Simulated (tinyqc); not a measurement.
What moves the minority density and the gain: heavy doping: gap narrowing, degeneracy and the minority density.

F_j(eta) = (1/Gamma(j + 1)) integral_0^infinity x^j dx/(1 + exp(x - eta)), which tends to exp(eta) for eta << 0.

Empirical narrowing (Slotboom form, constants chosen for the exercise; published fits of this form give the apparent narrowing, here it is taken as the true one): dEg = E0 [ln(N/N0) + sqrt(ln(N/N0)^2 + C)].

Majority: N = Nc F_1/2(eta), eta the distance of EF beyond the majority band edge in kT. Degeneracy factor gam = F_1/2(eta)/exp(eta). ni0^2 = Nc Nv exp(-Eg/kT); product n p = ni0^2 gam exp(dEg/kT), dEg the true narrowing; apparent narrowing dEa = dEg + kT ln gam; minority density = n p/N.

Bipolar transistor with N as emitter doping: beta = K (N/NB) exp((dEa_B + dG - dEa_E)/kT), dEa_E = dEg(N) + kT ln gam, dEa_B = dEg(NB). For the sweep in T, Nc is scaled as (T/T0)^(3/2) from its value at T0 = T.

Constants: kB = 8.617333262e-05 eV/K.

Values chosen for the exercise (gap and densities of states near those of Si at this temperature; narrowing constants near the fits for Si; shifted at random, so the results belong to these values and not to a real crystal):
- Eg = 1.12 eV (gap)
- Nc = 2.79e+19 1/cm^3 (conduction-band density of states)
- Nv = 1.16e+19 1/cm^3 (valence-band density of states)
- T = 300 K
- E0 = 6.8 meV (narrowing scale)
- N0 = 1.2e+17 1/cm^3 (onset density)
- C = 0.5 (smoothing constant)
- N = 5e+18 1/cm^3 (ionised donors, equal to the majority density)
- NB = 4e+17 1/cm^3 (base doping)
- K = 1.5 (ratio (D_B W_E)/(D_E W_B))
- dG = 80 meV (extra narrowing of the base by alloying)

All results formed anew.

One parameter was then changed.

Results before and after:

| case | dEg (meV) | dEa (meV) | minority (1/cm^3) | beta |
|---|---|---|---|---|
| base | 51.18 | 49.54 | 67.3 | 121 |
| changed | 60.53 | 57.27 | 45.4 | 179 |

Which of these changes was made? (a) Eg = 1.14 eV; (b) N = 1e+19 1/cm^3; (c) E0 = 8.16 meV; (d) Nc = 3.63e+19 1/cm^3; (e) N0 = 2.4e+17 1/cm^3; (f) NB = 8e+17 1/cm^3.

Answer: (b) N = 1e+19 1/cm^3. Of the candidates, run in turn, only this one gives the changed row.

All candidates:

| case | dEg (meV) | dEa (meV) | minority (1/cm^3) | beta |
|---|---|---|---|---|
| base | 51.18 | 49.54 | 67.3 | 121 |
| N = 1e+19 1/cm^3 | 60.53 | 57.27 | 45.4 | 179 |
| E0 = 8.16 meV | 61.41 | 59.78 | 100 | 93.1 |
| N0 = 2.4e+17 1/cm^3 | 41.85 | 40.22 | 46.9 | 126 |
| Eg = 1.14 eV | 51.18 | 49.54 | 31.1 | 121 |
| Nc = 3.63e+19 1/cm^3 | 51.18 | 49.92 | 88.9 | 119 |
| NB = 8e+17 1/cm^3 | 51.18 | 49.54 | 67.3 | 85.4 |

Run: tinyqc, `OMP_NUM_THREADS=1 python tinyqc.py 1650103 1650104 out.jsonl`; Intel(R) Xeon(R) Processor @ 2.30GHz, one thread, shared host; about 0.01 s of CPU time with all checks.
